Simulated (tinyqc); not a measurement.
Lorentz oscillators and the Kramers-Kronig relations, step by step. Values are carried at full precision from step to step, so a last printed digit may differ when a step is redone from the rounded ones.

eps(E) = 1 + sum_j S_j/(E0_j^2 - E^2 - i G_j E).

Constants: hbar c = 1973.269805 eV angstrom; hbar^2/2m0 = 3.80998211 eV angstrom^2; e^2/(4 pi eps0) = 14.39964547 eV angstrom.

Inputs chosen for the exercise:

| symbol | value | unit | meaning |
|---|---|---|---|
| E0 | (10.54) | eV | resonances |
| G | (0.38) | eV | widths |
| S | (26.2) | eV^2 | strengths |
| E | 9.02 | eV | photon energy |
| h | 1 | eV | grid step |
| M | 30 |  | grid points E_j = j h |
| i | 9 |  | grid index at which eps1 is wanted |

## Dielectric function at one energy

Evaluate each oscillator and the sum.

terms: 0.8697+0.1003i

eps(E) = 1.8697+0.1003i
eps(0) = 1.2358

## Optical constants

n + i k = sqrt(eps1 + i eps2) with k >= 0; R = ((n - 1)^2 + k^2)/((n + 1)^2 + k^2) at normal incidence from vacuum; alpha = 2 E k/(hbar c), times 1e8 for 1/cm; loss function Im(-1/eps) = eps2/(eps1^2 + eps2^2).

Convert eps at the photon energy E into the optical constants.

n = 1.3678
k = 0.0366
R = 0.0244
alpha = 3.35e+04 1/cm
loss function = 0.0286
vacuum wavelength hc/E (hc = 1239.841984 eV nm) = 137.5 nm

The intensity falls to 1/e within 298 nm.

## Absorptive part on the grid

Tabulate eps2 at E_j = j h.

eps2(E_j), j = 1 .. M: 0.0008  0.0017  0.0029  0.0044  0.0067  0.0106  0.0180  0.0358  0.0977  0.7243  0.9470  0.1082  0.0383  0.0193  0.0115  0.0076  0.0053  0.0039  0.0030  0.0024  0.0019  0.0016  0.0013  0.0011  0.0009  0.0008  0.0007  0.0006  0.0005  0.0005

## eps1 at one grid point

Kramers-Kronig: eps1(E) = 1 + (2/pi) P integral_0^infinity E1 eps2(E1)/(E1^2 - E^2) dE1. Maclaurin rule on the grid E_j = j h, j = 1 .. M: eps1(E_i) = 1 + (4 h/pi) sum over j with j - i odd of E_j eps2(E_j)/(E_j^2 - E_i^2); nothing is added above E_M.

List the terms E_j eps2_j/(E_j^2 - E_i^2) for j - i odd, add them and form eps1.

terms in order of j (1/eV): 0.0000  -0.0003  -0.0014  -0.0168  0.3812  0.0206  0.0023  0.0007  0.0003  0.0001  0.0001  0.0001  0.0000  0.0000  0.0000

sum = 0.387 1/eV
eps1(E_i) = 1.493

The oscillator formula gives 1.860 at E_i = 9 eV. The rule samples every 2h = 2 eV against a narrowest width of 0.38 eV and stops at 30 eV; coarse sampling and the missing tail make the difference.

## The f-sum on the grid

W(E_M) = (2/pi) h sum_j E_j eps2_j, with half weight on the last point; the full integral equals sum S_j = (hbar omega_p)^2, and the electron density follows from (hbar omega_p)^2 = 8 pi c (e^2/(4 pi eps0)) N with c = hbar^2/2m0.

W(E_M) = 13.97 eV^2
sum S = 26.20 eV^2
share reached on this grid (a step near the line widths can inflate it) = 0.533
hbar omega_p = 5.119 eV
N = 1.90e+22 1/cm^3

## Checks

- The value of eps1 at 9.025 eV from a fine, long grid (with the tail of eps2 ~ 1/E^3 added) against the oscillator formula: both 1.87.

(tinyqc, `OMP_NUM_THREADS=1 python tinyqc.py 1651485 1651486 out.jsonl`, Intel(R) Xeon(R) Processor @ 2.30GHz, 1 thread, shared host, about 0.2 s.)
